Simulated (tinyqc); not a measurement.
Surface Green function of a two-leg ladder, Sancho-Rubio decimation: effect of the broadening.

A semi-infinite lead of cells 0, 1, 2, ... with H0 inside a cell and H1 = <cell i|H|cell i + 1>. One rung (site 1 on leg a, site 2 on leg b) is a cell; all hoppings enter with a minus sign. z = E + i eta.

Start with e_s = e = H0, a = H1, b = H1^dagger. Each round: g = (z - e)^(-1); e_s <- e_s + a g b; e <- e + a g b + b g a; a <- a g a; b <- b g b (all with the old a, b). Round k joins cells 2^k apart. Stop when the largest entry of the matrices a and b is below 1e-12 eV; g_s = (z - e_s)^(-1), bulk (z - e)^(-1), density of states -Im Tr/pi. The last column counts the steps of the plain recursion g <- (z - H0 - H1 g H1^dagger)^(-1), one cell a step from g = (z - H0)^(-1), until no entry changes by more than 1e-8 1/eV.

Parameters, values chosen for the exercise:
- E = -1.34 eV (energy)

H0 (eV):
```
       1      2
1      0  -1.78
2  -1.78   1.45
```

H1 (eV):
```
      1      2
1  -2.7      0
2     0  -2.57
```

Effect of the broadening:
```
eta (eV)  rounds  surface density of states (1/eV)  plain steps
0.8            8                           0.16785           61
0.3           10                           0.18554          163
0.1           11                           0.19390          490
0.05          12                           0.19612          980
0.03          13                           0.19702         1635
0.01          14                           0.19793         4906
```

The rounds go from 8 to 14 and the plain steps from 61 to 4906. Inside a band the plain recursion needs a number of steps that grows as 1/eta, the decimation only as log2(1/eta). The density of states tends to 0.1984 1/eV as eta goes to zero; the first row is 15 % below that and the last 0.23 % below it.

Computed by the program tinyqc: `OMP_NUM_THREADS=1 python tinyqc.py 2680039 2680040 out.jsonl`, one thread of a shared Intel Xeon 2.30GHz, about 0.07 s for the whole run.
